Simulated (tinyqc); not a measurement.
From results back to parameters: overlap of hydrogenic dopants: pairs, impurity band and the Mott density. Four cases, with inputs chosen for the exercise.

Problem. Ry* = Ry m/eps^2, aB = a0 eps/m, and the Mott density is (0.26/aB)^3 (1/angstrom^3 = 1e24/cm^3). Binding energy and critical density come from a hidden mass and dielectric constant.

Constants: Ry = 13.60569312 eV; a0 (Bohr radius) = 0.5291772105 angstrom.

Find: aB; eps; m.

Method. aB = 0.26/n^(1/3); the product Ry* aB = Ry a0/eps gives eps, and m = a0 eps/aB.

Case 1.

binding energy = 37.13131 meV
critical density = 3.961151e+18 1/cm^3

Solution.

aB = 16.43 angstrom
eps = 11.80
m = 0.380 m0

Case 2.

binding energy = 58.75723 meV
critical density = 8.451857e+18 1/cm^3

Solution.

aB = 12.76 angstrom
eps = 9.60
m = 0.398 m0

Case 3.

binding energy = 6.20575 meV
critical density = 4.272792e+16 1/cm^3

Solution.

aB = 74.37 angstrom
eps = 15.60
m = 0.111 m0

Case 4.

binding energy = 5.57048 meV
critical density = 1.628340e+16 1/cm^3

Solution.

aB = 102.58 angstrom
eps = 12.60
m = 0.065 m0

Computed by tinyqc, one run a case: `OMP_NUM_THREADS=1 python tinyqc.py N N+1 out.jsonl` with N = 1452737, 1452758, 1452830, 1452832; one thread of a shared Intel(R) Xeon(R) Processor @ 2.30GHz, about 0.01 s a run at most.
